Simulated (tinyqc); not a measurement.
Phonon-assisted absorption at an indirect gap: sweeps and comparisons. A value that a table varies takes the place of the one given here.

alpha(E) = sum_j A_j [N_j (E - Eg + w_j)^2 + (N_j + 1)(E - Eg - w_j)^2], each bracket counted only where its base is positive; N_j = 1/(exp(w_j/kB T) - 1). The first term absorbs a phonon and the second emits one; excitons and direct transitions are left out.

Photodiode (Gaertner form with a dead layer): QE = (1 - R) exp(-alpha xj) [1 - exp(-alpha W)/(1 + alpha L)], R = ((nr - 1)/(nr + 1))^2; responsivity = QE/E in A/W for E in eV.

Constants: kB = 8.617333262e-05 eV/K.

Parameters, chosen for this exercise (loosely those of Si at room temperature; Eg is not tied to T; not measured data): Eg = 1.105 eV (indirect gap, held fixed unless listed); w = (55.4, 18.2) meV (two zone-edge phonons); A = (3000, 640) 1/(cm eV^2) (their strengths); T = 300 K; nr = 3.6 (refractive index); xj = 0.2 micrometre (dead layer at the surface); W = 5.7 micrometre (depleted width); L = 40 micrometre (minority diffusion length below it); E = 1.517 eV (photon energy).

## The square root of alpha at three temperatures

The gap is held fixed, so only the phonon occupations change.

sqrt(alpha) (1/cm^(1/2)):
```
E - Eg (eV)     4 K   300 K   450 K
-0.04         0.000   0.307   0.474
-0.02         0.000   0.707   1.088
0.00          0.000   1.196   1.804
0.02          0.046   1.785   2.634
0.04          0.552   2.520   3.611
0.07          1.535   3.907   5.348
0.10          3.202   5.798   7.553
0.15          6.162   9.325  11.624
0.20          9.159  12.990  15.859
0.30         15.176  20.437  24.482
0.45         24.217  31.693  37.532
0.60         33.263  42.980  50.626
```

How do the results move?

Below the gap only phonon absorption acts: at E - Eg = -0.02 eV sqrt(alpha) is 0.000, 0.707 and 1.088 at 4, 300 and 450 K. A straight line through the last two rows meets the axis at E - Eg = +0.0484, +0.0288 and +0.0201 eV: the intercept is roughly a weighted mean of the thresholds, not the gap, and it moves from the emission side towards Eg as the occupations grow. At the last row alpha grows by a factor 2.32 from the lowest to the highest temperature at fixed gap.

## Spectral response

Response:
```
E (eV)  wavelength (nm)  alpha (1/cm)  1/alpha (micrometre)  dead layer  collected     QE    A/W
1.12               1107          2.67              3.75e+03       1.000      0.012  0.008  0.007
1.16               1069          9.93              1.01e+03       1.000      0.044  0.030  0.026
1.23               1008          56.7                   176       0.999      0.211  0.143  0.117
1.30                954           159                  62.8       0.997      0.442  0.300  0.231
1.40                886           403                  24.8       0.992      0.695  0.469  0.335
1.56                795      1.03e+03                  9.72       0.980      0.891  0.594  0.381
1.76                704      2.22e+03                  4.50       0.957      0.971  0.632  0.359
2.00                620      4.25e+03                  2.35       0.918      0.995  0.622  0.311
2.30                539      7.71e+03                  1.30       0.857      1.000  0.583  0.253
2.70                459      1.39e+04                 0.718       0.757      1.000  0.515  0.191
```

What can be read from the table?

QE is highest, 0.632, at 1.76 eV of those listed and the responsivity at 1.56 eV; reflection alone caps QE at 0.681. Near the gap weak absorption limits it (collected share 0.012); at the top the dead layer passes 0.757. Far above the gap the quadratic law and a constant index are only rough.

## What moves the response

At the energy E. Each row changes one parameter from the base and keeps the others.

Results:
```
case                 alpha (1/cm)      QE
base                        831.6  0.5730
Eg = 1.085 eV               920.5  0.5837
T = 350 K                   940.0  0.5858
W = 11.4 micrometre         831.6  0.6094
L = 20 micrometre           831.6  0.5129
xj = 0.4 micrometre         831.6  0.5635
nr = 3.78                   831.6  0.5572
```

What can be read from the table?

The largest shifts from the base row, up to three for each result and ties (the steps differ in size, so this ranks the rows, not the parameters). alpha (1/cm): T +108, Eg +88.9; unchanged at the printed digits by W, L, xj and nr. QE: L -0.0601, W +0.0364, nr -0.0158.

tinyqc: `OMP_NUM_THREADS=1 python tinyqc.py 1650486 1650487 out.jsonl`; about 0.01 s, one thread, shared Intel(R) Xeon(R) Processor @ 2.30GHz.
